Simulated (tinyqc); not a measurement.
# Rapid thermal processing of a wafer: radiative balance, ramp and cooling, pattern effects, pyrometer error and spike budget, step by step

A worked calculation. Computed by tinyqc, a small Python program that keeps every step. Command: `OMP_NUM_THREADS=1 python tinyqc.py 3110832 3110833 out.jsonl rtp walk`. One thread of a shared host (Intel(R) Xeon(R) Processor @ 2.30GHz), about 0.05 s of CPU time with the checks. Intermediate numbers are printed to about 7 digits and carried at full precision; extremes and crossings named in words are read from the listed rows.

The wafer is opaque and uniform through its thickness unless said otherwise; temperatures in formulas are in kelvin (C + 273.15). sigma = 5.670374419e-12 W/(cm^2 K^4).

Inputs (values chosen for the exercise, modelled on a hot silicon wafer):

| quantity | value | unit |
|---|---|---|
| wafer thickness d | 525 | micrometre |
| heat capacity per volume C | 2.26 | J/(cm^3 K) |
| thermal conductivity k | 0.26 | W/(cm K) |
| emissivity eps of each face | 0.57 | - |
| reflectivity of the chamber walls r | 0.16 | - |
| gas heat-transfer coefficient h, both faces together | 6.1 | mW/(cm^2 K) |
| wall temperature T_w | 350 | K |
| process temperature | 799 | C |
| starting temperature | 450 | C |
| ramp rate | 230 | K/s |
| relative change of absorptivity over a pattern | 8.9 | % |
| period of the pattern | 20 | mm |
| pyrometer wavelength | 0.9 | micrometre |
| error of the assumed emissivity | 5.5 | % |
| activation energy of the process E_a | 3.66 | eV |

Constants: k_B = 8.617333262e-05 eV/K; h = 6.62607015e-34 J s; c = 299792458 m/s; k_B = 1.380649e-23 J/K.

## Power to hold and to ramp

Effective emissivity between parallel grey plates: eps_eff = 1/(1/eps + 1/(1 - r) - 1). Loss per area q(T) = 2 eps_eff sigma (T^4 - T_w^4) + h (T - T_w). Absorbed power during a ramp = q(T) + C d x ramp rate; thermal time constant tau = C d/(dq/dT), dq/dT = 8 eps_eff sigma T^3 + h; natural cooling rate q/(C d); front-to-back difference under one-sided heating at the end of the ramp = (absorbed power) d/(2 k).

eps_eff = 0.5141753

holding power q = 12.02266 W/cm^2

power at the end of the ramp = 39.31216 W/cm^2

dq/dT = 34.84614 mW/(cm^2 K)

time constant tau = 3.404968 s

natural cooling rate = 101.3287 K/s

front-to-back difference = 3.969016 K

Radiation carries 63 % of the loss. The ramp needs 3.3 times the holding power.

## Cooling curve

Cooling with the lamps off: C d dT/dt = -q(T), integrated adaptively (relative tolerance 1e-10).

Lamps off at t = 0:

| t (s) | T (C) | cooling rate (K/s) |
|---|---|---|
| 0.34 | 766.1717 | 92.04536 |
| 0.68 | 736.2485 | 84.18278 |
| 1.40 | 680.6324 | 70.97477 |
| 2.40 | 616.6313 | 57.81839 |
| 3.40 | 563.7609 | 48.40571 |
| 5.10 | 491.5215 | 37.38440 |
| 8.50 | 388.3812 | 24.69096 |
| 14.00 | 283.7520 | 14.62685 |

The rate falls from 101 K/s at t = 0 to 14.6 K/s in the last row.

## Thermal budget of a spike

Spike anneal: linear ramp to the peak, then lamps off. Equivalent time at the peak = int exp(-(E_a/k_B)(1/T - 1/T_peak)) dt; estimate (k_B T^2/E_a)(1/ramp rate + 1/cooling rate). The ramp part uses 4000 trapezoid steps, the cooling part 4000 steps over 4 tau. Time within 50 K of the peak from the same curves.

equivalent time, ramp = 0.1121412 s

equivalent time, cooling = 0.2743978 s

equivalent time, total = 0.3865390 s

estimate = 0.3847703 s

time within 50 K of the peak = 0.7487826 s

Cooling supplies 71 % of the budget.

## What a faster ramp buys

The formulas are those given above.

Against the ramp rate:

| ramp (K/s) | ramp part (s) | cooling part (s) | total (s) | power at the peak (W/cm^2) |
|---|---|---|---|---|
| 10 | 2.579247 | 0.2743978 | 2.853645 | 13.2092 |
| 25 | 1.031699 | 0.2743978 | 1.306097 | 14.9889 |
| 50 | 0.515849 | 0.2743978 | 0.790247 | 17.9552 |
| 100 | 0.257925 | 0.2743978 | 0.532323 | 23.8877 |
| 250 | 0.103170 | 0.2743978 | 0.377568 | 41.6852 |
| 500 | 0.051585 | 0.2743978 | 0.325983 | 71.3477 |
| 1000 | 0.025792 | 0.2743978 | 0.300190 | 130.6727 |

From 10 to 100 K/s the total falls by a factor 5.4, from 100 to 1000 K/s by 1.77: the cooling part, 0.274 s, is a floor, and the natural cooling rate here is 101 K/s.

## Pattern effect

At steady state a sinusoidal change of absorbed power of relative amplitude a and period p gives the temperature amplitude a q/(dq/dT + k d (2 pi/p)^2); healing length l = sqrt(k d/(dq/dT)); process change = E_a dT/(k_B T^2). Emissivity is taken as unchanged.

healing length l = 6.258770 mm

amplitude without lateral conduction = 30.70688 K

amplitude = 6.310315 K

change of the process rate = 23.31568 %

Lateral conduction cuts the amplitude to 21 %, since p/(2 pi l) = 0.51.

## Pyrometer error

Signal proportional to eps/(exp(c2/(lambda T)) - 1), c2 = h c/k_B. If the assumed emissivity is too high by the given error, the reading T' solves (1 + error)/(exp(c2/(lambda T')) - 1) = 1/(exp(c2/(lambda T)) - 1). Wien estimate: T' - T = -lambda T^2 ln(1 + error)/c2. Process rates go as exp(-E_a/(k_B T)).

c2 = 14387.77 micrometre K

c2/(lambda T) = 14.91061

reading less true temperature = -3.836083 K

Wien estimate = -3.849858 K

rate at T over rate at T', less 1 = 15.28608 %

Checks made by the program: cooling time against quadrature of C d dT/q (relative difference 4e-08).
